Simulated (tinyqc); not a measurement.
Donor binding, ionisation and the Mott limit: Freeze-out.

Hydrogenic donor: Ry = (m0 q^3/(8 eps0^2 h^2)) me/eps_r^2 in eV, E0 = cc Ry, radius a = q/(8 pi eps0 eps_r E0), Mott density Nm = (0.26/a)^3. Below Nm the level sinks as Ed = E0 [1 - (N/Nm)^(1/3)]. Neutrality: Nc F12(eta) = N/(1 + 2 exp(eta + Ed/kB T)), F12(x) = (2/sqrt(pi)) int_0^infinity sqrt(u)/(1 + exp(u - x)) du.

Nc is given at 100 K and scales as T^1.5.

Inputs (values chosen for the exercise); band and dielectric values those of a made-up semiconductor:

| symbol | value | unit | meaning |
|---|---|---|---|
| eps_r | 19.7 |  | relative permittivity |
| me | 0.0986 | m0 | mass in the hydrogenic formula, set independently of Nc |
| Nc | 2.17e18 | cm^-3 | conduction-band density of states at 100 K |
| cc | 1.9 |  | ratio of the true binding energy to the hydrogenic one |
| N | 5e16 | cm^-3 | donor density |

Constants: q = 1.602176634e-19 C, kB = 1.380649e-23 J/K, eps0 = 8.8541878128e-12 F/m, h = 6.62607015e-34 J s, m0 = 9.1093837015e-31 kg, Vt = kB T/q. Results are converted to the units shown.

Freeze-out:
```
T (K)     eta  n (cm^-3)  ionised (%)  ln(n/T^0.75)
30     -2.239   3.664e16        73.28         35.59
45     -2.722   4.208e16        84.17         35.42
60     -3.100   4.473e16        89.46         35.27
80     -3.497   4.655e16        93.10         35.09
110    -3.950   4.787e16        95.73         34.88
150    -4.401   4.867e16        97.34         34.67
220    -4.966   4.926e16        98.52         34.39
300    -5.426   4.954e16        99.08         34.16
400    -5.855   4.970e16        99.41         33.95
```

What does the table show?

The ionised share rises from 73.3 to 99.4 %. Between the first two rows ln(n/T^0.75) has the slope 1.28 meV against q/kB T; deep freeze-out without compensation gives -Ed/2 = -0.695 meV, a limit that these rows do not reach, since a large share is already ionised.

Range of the model: A sharp level with degeneracy 2 overstates freeze-out near Nm, where the impurity band broadens and merges with the conduction band.

tinyqc, about 0.01 s, one thread, Intel Xeon 2.30GHz (shared host): `OMP_NUM_THREADS=1 python tinyqc.py 2330077 2330078 out.jsonl`
